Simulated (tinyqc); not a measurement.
Diffused layer (Gaussian), carriers, mobility and sheet resistance: two steps of the calculation.

An n-type layer from the surface x = 0 to the junction xj, N(x) = N0 exp(-(x/Ld)^2). Local neutrality (no depletion at surface or junction, no spilling of carriers), intrinsic carriers neglected, full ionisation of active dopants.

Values chosen for this exercise; values close to those of arsenic in silicon over a p-type background:
```
symbol,value,unit,meaning
T,350,K,temperature
Nb,2e16,cm^-3,background doping of the opposite type
N0,6.9e19,cm^-3,peak chemical concentration
m1,51.3,cm^2/(V s),mobility limit at high doping
m2,1440,cm^2/(V s),"mobility limit at low doping, at 300 K"
Nr,9.56e16,cm^-3,reference doping of the mobility law
am,0.677,,exponent of the mobility law
bt,2.2,,temperature exponent of m2
Ns,1.98e20,cm^-3,solubility limit of active dopant
Ld,5.4,nm,diffusion length 2 sqrt(D t)
```

Constants: q = 1.602176634e-19 C. Results are converted to the units shown.

Question 1. Junction depth and local values. xj = Ld sqrt(ln(N0/Nb)); 13 equal steps from 0 to xj. Active dopant A = min(N, Ns); n = A - Nb; mobility mu = m1 + (m2 (T/300 K)^(-bt) - m1)/(1 + ((A + Nb)/Nr)^am).

Give: xj; x; N; A; n; mu.

Answer 1.

xj = 15.41 nm

| point | x (nm) | N (cm^-3) | A (cm^-3) | n (1e19 cm^-3) | mu (cm^2/(V s)) |
|---|---|---|---|---|---|
| 0 | 0.00 | 6.900e19 | 6.900e19 | 6.898 | 62.48 |
| 1 | 1.19 | 6.575e19 | 6.575e19 | 6.573 | 62.85 |
| 2 | 2.37 | 5.690e19 | 5.690e19 | 5.688 | 64.02 |
| 3 | 3.56 | 4.471e19 | 4.471e19 | 4.469 | 66.24 |
| 4 | 4.74 | 3.191e19 | 3.191e19 | 3.189 | 70.00 |
| 5 | 5.93 | 2.068e19 | 2.068e19 | 2.066 | 76.21 |
| 6 | 7.11 | 1.217e19 | 1.217e19 | 1.215 | 86.57 |
| 7 | 8.30 | 6.503e18 | 6.503e18 | 0.648 | 104.1 |
| 8 | 9.48 | 3.156e18 | 3.156e18 | 0.314 | 134.5 |
| 9 | 10.67 | 1.391e18 | 1.391e18 | 0.137 | 186.9 |
| 10 | 11.86 | 5.565e17 | 5.565e17 | 0.054 | 274.0 |
| 11 | 13.04 | 2.022e17 | 2.022e17 | 0.018 | 403.1 |
| 12 | 14.23 | 6.674e16 | 6.674e16 | 0.005 | 554.6 |
| 13 | 15.41 | 2.000e16 | 2.000e16 | 0.000 | 678.3 |

The mobility runs from 62.5 to 678 cm^2/(V s).

Question 2. Sheet quantities by the trapezoid rule. Dose = integral of N, carrier sheet density = integral of n, 1/Rs = q integral of n mu, mean mobility 1/(q Rs sheet density), Hall mobility (unit Hall factor) = integral of n mu^2 over integral of n mu, Hall sheet density = (integral of n mu)^2/integral of n mu^2; all from 0 to xj.

| point | x (nm) | N (cm^-3) | n (1e19 cm^-3) | mu (cm^2/(V s)) |
|---|---|---|---|---|
| 0 | 0.000000 | 6.9e19 | 6.8980000 | 62.483326 |
| 1 | 1.185567 | 6.5752951e19 | 6.5732951 | 62.849781 |
| 2 | 2.371134 | 5.6900191e19 | 5.6880191 | 64.021772 |
| 3 | 3.556701 | 4.4714103e19 | 4.4694103 | 66.240919 |
| 4 | 4.742268 | 3.1908592e19 | 3.1888592 | 69.999316 |
| 5 | 5.927834 | 2.0677740e19 | 2.0657740 | 76.213957 |
| 6 | 7.113401 | 1.2168326e19 | 1.2148326 | 86.567713 |
| 7 | 8.298968 | 6.5026577e18 | 0.6482658 | 104.14360 |
| 8 | 9.484535 | 3.1556097e18 | 0.3135610 | 134.49177 |
| 9 | 10.670102 | 1.3906184e18 | 0.1370618 | 186.92442 |
| 10 | 11.855669 | 5.5649980e17 | 0.0536500 | 274.04513 |
| 11 | 13.041236 | 2.0223408e17 | 0.0182234 | 403.09481 |
| 12 | 14.226803 | 6.6738435e16 | 0.0046738 | 554.60886 |
| 13 | 15.412370 | 2e16 | 0.0000000 | 678.25491 |

Give: dose; carrier sheet density; Rs; mean mobility; Hall mobility; Hall sheet density.

Answer 2.

dose = 3.302e13 cm^-2
carrier sheet density = 3.299e13 cm^-2
Rs = 2721 ohm/square
mean mobility = 69.53 cm^2/(V s)
Hall mobility = 74.95 cm^2/(V s)
Hall sheet density = 3.060e13 cm^-2

Carriers make up 99.9 % of the dose. A Hall measurement weights the mobile tail, so its sheet density is 7.2 % below the true one.

Numbers from tinyqc (`OMP_NUM_THREADS=1 python tinyqc.py 2110146 2110147 out.jsonl`; about 0.01 s on one thread of a shared Intel Xeon 2.30GHz).
